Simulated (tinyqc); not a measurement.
What grading buys: minority-electron transport through the base of a bipolar transistor (Moll-Ross and Kroemer integrals). Computed by tinyqc, a small Python program. Command: `OMP_NUM_THREADS=1 python tinyqc.py 3020042 3020043 out.jsonl base walk`. One thread of a shared host (Intel(R) Xeon(R) Processor @ 2.30GHz), about 0.01 s of CPU time with the checks.

Low injection, one dimension, x from the emitter edge (0) to the collector edge (W), s = x/W. Recombination is treated as a small correction (valid for tau_B well below tau_n), computed from the stored charge.

Inputs (values chosen for the exercise, modelled on silicon): base doping at the emitter edge N_0 = 1.2e+19 1/cm^3; base width W = 160 nm; mu_min = 180 cm^2/(V s); mu_max = 1290 cm^2/(V s); N_ref = 1.3e+17 1/cm^3; saturation velocity v_s = 0.98 1e7 cm/s; temperature T = 300 K; doping ratio N_0/N(W) = 5.4.

Base doping profile: exponential. Gap grading: linear. Exit of the base: saturation velocity.

Constants: k_B = 8.617333262e-05 eV/K.

Method. N(x) = N_0 (ratio)^(-s); n_i(x)^2 = n_i^2 exp(s dE_g/k_B T); D(x) = (k_B T/e) mu, mu = mu_min + (mu_max - mu_min)/(1 + (N/N_ref)^0.7). With y(x) = N n_i^2/(D n_i(x)^2): base Gummel number G_B = int_0^W y dx + N(W) n_i^2/(v_s n_i(W)^2); J_C = e n_i^2 exp(e V_BE/k_B T)/G_B; n(x) = (J_C/e)(n_i(x)^2/(N n_i^2)) [int_x^W y dx + the same exit term]; transit time tau_B = (e/J_C) int n dx; trapezoid rule on 401 even points.

The same base with other gradings:
```
dE_g (meV)  dE_g/k_B T  G_B (s/cm^4)  J_C gain  tau_B (ps)  speed gain
0                0.000    1.4657e+13    1.0000      12.000      1.0000
25               0.967    1.0758e+13    1.3625       9.586      1.2518
50               1.934    8.3491e+12    1.7555       7.912      1.5165
75               2.901    6.7670e+12    2.1660       6.704      1.7898
100              3.868    5.6690e+12    2.5855       5.801      2.0686
150              5.802    4.2662e+12    3.4357       4.552      2.6359
200              7.736    3.4160e+12    4.2907       3.738      3.2098
300             11.605    2.4412e+12    6.0040       2.748      4.3662
```

What does the comparison show, and why?

At 100 meV J_C rises by a factor 2.59 and the transit is 2.07 times faster; at 300 meV the factors are 6.00 and 4.37. For a uniform base without exit term both tend to be linear in dE_g/k_B T, J_C as x/(1 - exp(-x)) and the speed as x/2.
